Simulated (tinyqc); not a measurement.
Changing the damping alpha: domain walls in a thin film with perpendicular anisotropy: Bloch, Neel and chiral walls, motion and stripe domains. Computed by tinyqc, a small Python program. Command: `OMP_NUM_THREADS=1 python tinyqc.py 3031845 3031846 out.jsonl mwall sweep`. One thread of a shared host (Intel(R) Xeon(R) Processor @ 2.30GHz), about 0.02 s of CPU time with the checks.

One-dimensional wall: polar angle theta(x), azimuth phi of the moment in the wall (phi = 0 Neel, 90 degrees Bloch). mu_0 = 1.25663706212e-6 T m/A, gamma = 1.76085963023e11 rad/(s T).

Inputs (values chosen for the exercise, for a model film): saturation magnetisation M_s = 1120 kA/m; exchange stiffness A = 16 pJ/m; uniaxial anisotropy K_u = 1210 kJ/m^3; DMI constant D = 1.2 mJ/m^2; thickness t = 2.3 nm; current density J = 0.31 1e12 A/m^2; spin Hall angle theta_SH = 0.32.

Drive: spin-orbit torque.

Constants: hbar = 1.054571817e-34 J s; e = 1.602176634e-19 C.

Method:
- K_eff = K_u - mu_0 M_s^2/2; Delta = sqrt(A/K_eff); sigma_0 = 4 sqrt(A K_eff); profile theta = 2 arctan exp(x/Delta); quality factor Q = 2 K_u/(mu_0 M_s^2).
- sigma(phi) = sigma_0 + 2 Delta K_D cos^2(phi) - pi D cos(phi), with the wall shape anisotropy K_D = N_x mu_0 M_s^2/2, N_x = t ln 2/(pi Delta). The minimum has cos(phi) = D/D_N for D < D_N = 4 Delta K_D/pi and phi = 0 beyond; sigma turns negative at D_c = (sigma_0 + 2 Delta K_D)/pi.
- Spin-orbit drive: B_SL = hbar theta_SH J/(2 e M_s t) acts as the field (pi/2) B_SL cos(phi). Steady state: v = (gamma Delta/alpha)(pi/2) B_SL cos(phi) = gamma Delta [B_D sin(phi) - (B_K/2) sin(2 phi)], B_K = 2 K_D/M_s, B_D = pi D/(2 M_s Delta); the root with phi between its rest value and 90 degrees; v saturates at v_D = gamma Delta B_D.

One run for each value:
```
damping alpha  velocity (m/s)  azimuth in motion (degrees)
0.010                  277.84                       82.606
0.018                  262.33                       77.366
0.032                  236.32                       69.496
0.100                  150.12                       45.943
0.190                   97.33                       31.065
0.330                   61.42                       20.150
0.600                   35.23                       11.735
```

Give the missing row, damping alpha = 0.058.

Computed row:
```
damping alpha  velocity (m/s)  azimuth in motion (degrees)
0.058                  195.79                       58.265
```

Interpolating between the two neighbouring rows (the first column on a logarithmic scale, the others too where they are positive) misses most in velocity (m/s), by 4.7 %. Over the rows, velocity (m/s) falls from 278 to 35.2 (exponent d ln y / d ln x -0.098 between the first rows and -0.93 between the last); azimuth in motion (degrees) falls from 82.6 to 11.7 (exponent d ln y / d ln x -0.11 between the first rows and -0.90 between the last).

Caution (all rows): pinning, heating and tilting of the wall are left out.

Extremes, crossings and ranges named in words are read from the listed rows.
